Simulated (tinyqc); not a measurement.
Worked calculation: lattice vibrations of a chain. Computed by tinyqc, a small Python program that keeps every step. Command: `OMP_NUM_THREADS=1 python tinyqc.py 20657 20658 out.jsonl` (the two numbers bound the seeds that draw the settings). One thread of a shared host (Intel(R) Xeon(R) Processor @ 2.60GHz), about 0.01 s of CPU time with the checks.

## Dynamical matrix at q = 0.24

A chain moving along its axis:
```
atom   mass (u)  spring to the next atom (eV/angstrom^2)
1     24.800000                                24.800000
2      8.000000                                29.900000
3      9.600000                                18.400000
4     90.300000                                11.600000
```

q is in units of 2 pi/a. A spring k from atom i to atom j, n cells on, adds k to Phi_ii and Phi_jj, -k exp(2 pi i q n) to Phi_ij and the conjugate to Phi_ji (for one atom a cell: 2k (1 - cos 2 pi q n)); D_ij = Phi_ij / sqrt(m_i m_j).

D(q) (eV/(angstrom^2 u)):
$$\begin{pmatrix}
1.467742 & -1.760682 & 0.000000 & -0.015392+0.244642i \\
-1.760682 & 6.837500 & -3.411855 & 0.000000 \\
0.000000 & -3.411855 & 5.031250 & -0.624940 \\
-0.015392-0.244642i & 0.000000 & -0.624940 & 0.332226
\end{pmatrix}$$

## Frequencies

omega^2 are the eigenvalues; wavenumber = 521.4708 sqrt(eigenvalue) 1/cm.

eigenvalues: [0.074370, 0.768024, 3.107135, 9.719189]

wavenumbers (1/cm): [142.2, 457.0, 919.2, 1625.7]

weights |e|^2 of the mass-weighted modes, order atom 1, atom 2, atom 3, atom 4:
$$\begin{pmatrix}
0.147926 & 0.590346 & 0.232974 & 0.028753 \\
0.046276 & 0.125964 & 0.197796 & 0.629964 \\
0.060336 & 0.059525 & 0.540406 & 0.339733 \\
0.745462 & 0.224164 & 0.028824 & 0.001550
\end{pmatrix}$$

## Dispersion and heat capacity

C/k_B per atom = mean over q = (j + 1/2)/80, j = 0..39 and all branches of y^2 e^y/(e^y - 1)^2, y = hc wavenumber / k_B T.

Wavenumbers (1/cm):
```
q           branch 1    branch 2    branch 3     branch 4
0.000000    0.000000  488.350283  913.616931  1625.969720
0.062500   38.315145  486.040441  914.081579  1625.949241
0.125000   76.113099  479.269811  915.393608  1625.890899
0.187500  112.802815  468.517461  917.327227  1625.803524
0.250000  147.612234  454.610347  919.563922  1625.700366
0.312500  179.396500  438.836749  921.755212  1625.597109
0.375000  206.287030  423.232417  923.579070  1625.509493
0.437500  225.225072  411.001569  924.781134  1625.450910
0.500000  232.247623  406.203585  925.200172  1625.430330
```

Heat capacity:
```
T (K)  C/k_B per atom
20           0.037494
50           0.098102
100          0.192793
200          0.352552
300          0.477329
600          0.723579
1200         0.903278
```

zero-point energy per atom = 48.577432 meV
